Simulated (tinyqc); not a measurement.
Metal-interlayer-semiconductor contact, depinning against tunnelling resistance: two steps of the calculation.

Zero bias, n-type semiconductor. Gap states at the semiconductor surface thin out as exp(-be ti), which unpins the barrier; electrons must then cross the interlayer (a rectangular barrier, no voltage drop across it) and the parabolic depleted layer, both by WKB. Energies E are counted from the Fermi level; no image force, parabolic bands.

Inputs (values chosen for the exercise); semiconductor values close to those of gallium nitride; interlayer mass of the order of that in lanthanum oxide, offset chosen freely:
- T = 300 K (temperature)
- Eg = 3.49 eV (band gap)
- eps_r = 9.21 (relative permittivity)
- chi = 4.17 eV (electron affinity)
- Nc = 2.3e18 cm^-3 (conduction-band density of states at T)
- mt = 0.203 m0 (tunnelling mass in the semiconductor)
- mA = 0.198 m0 (Richardson mass)
- Nd = 8.7e19 cm^-3 (donor density)
- E0 = 2.2 eV (charge-neutrality level above the valence band)
- S0 = 0.61 (pinning factor without interlayer)
- phiM = 4.18 eV (metal work function)
- ti = 0.3 nm (interlayer thickness)
- dE = 2.06 eV (conduction-band offset of the interlayer above the semiconductor)
- mi = 0.29 m0 (tunnelling mass in the interlayer)
- be = 4.6 1/nm (decay constant of gap states through the interlayer)

Constants: q = 1.602176634e-19 C, kB = 1.380649e-23 J/K, eps0 = 8.8541878128e-12 F/m, hbar = 1.054571817e-34 J s, h = 6.62607015e-34 J s, m0 = 9.1093837015e-31 kg, Vt = kB T/q, hbar^2/(2 m0) = 0.0380998212 eV nm^2. Results are converted to the units shown.

Question 1. Pinning, barrier and scales. S = 1/(1 + (1/S0 - 1) exp(-be ti)); phiB = S (phiM - chi) + (1 - S)(Eg - E0); xi = Ec - EF deep inside, from Nd = Nc F(-xi/Vt), F(x) = (2/sqrt(pi)) int_0^infinity sqrt(u) du/(1 + exp(u - x)); band bending U = phiB - xi; E00 = (hbar/2) sqrt(Nd/(eps0 eps_r mt m0)) in volts; A = 4 pi q mA m0 kB^2/h^3.

Find: S; phiB; xi; U; E00; A.

Answer 1.

S = 0.8614
phiB = 0.1874 eV
xi = -0.3506 eV
U = 0.5380 eV
E00 = 0.1267 eV
A = 23.79 A/(cm^2 K^2)

Question 2. Exponents and integrand on an energy grid. With U = phiB - xi: for xi < E < phiB, y = (E - xi)/U and G1 = (U/E00) [sqrt(1 - y) - y ln((1 + sqrt(1 - y))/sqrt(y))], G1 = 0 above phiB; G2 = 2 ti sqrt(mi max(phiB + dE - E, 0)/C), C = hbar^2/(2 m0); f = 1/(1 + exp(E/Vt)); integrand exp(-G1 - G2) f.

```
point,E (eV)
0,-0.35
1,-0.312
2,-0.274
3,-0.236
4,-0.198
5,-0.16
6,-0.122
7,-0.084
8,-0.046
9,-0.008
10,0.03
11,0.068
12,0.106
13,0.144
14,0.182
15,0.22
```

phiB = 0.18735523 eV
xi = -0.35061802 eV
E00 = 0.12665114 eV

Give: G1; G2; f; integrand.

Answer 2.

```
point,G1,G2,f,integrand
0,4.2253,2.6678,1.0000,0.001015
1,3.4851,2.6482,0.99999,0.002169
2,2.9475,2.6285,0.99998,0.003787
3,2.4938,2.6086,0.99989,0.006082
4,2.0970,2.5886,0.99953,0.009223
5,1.7448,2.5684,0.99795,0.013364
6,1.4300,2.5480,0.99116,0.018557
7,1.1482,2.5275,0.96265,0.024385
8,0.8966,2.5068,0.85562,0.028456
9,0.6735,2.4860,0.57675,0.024481
10,0.4781,2.4649,0.23859,0.012575
11,0.3105,2.4437,0.067210,0.004279
12,0.1719,2.4223,0.016298,0.001218
13,0.0659,2.4007,0.0037954,0.000322
14,0.0028,2.3790,8.7529e-4,0.000081
15,0.0000,2.3570,2.0141e-4,0.000019
```

tinyqc, about 0.03 s, one thread, Intel Xeon 2.30GHz (shared host): `OMP_NUM_THREADS=1 python tinyqc.py 2270069 2270070 out.jsonl`
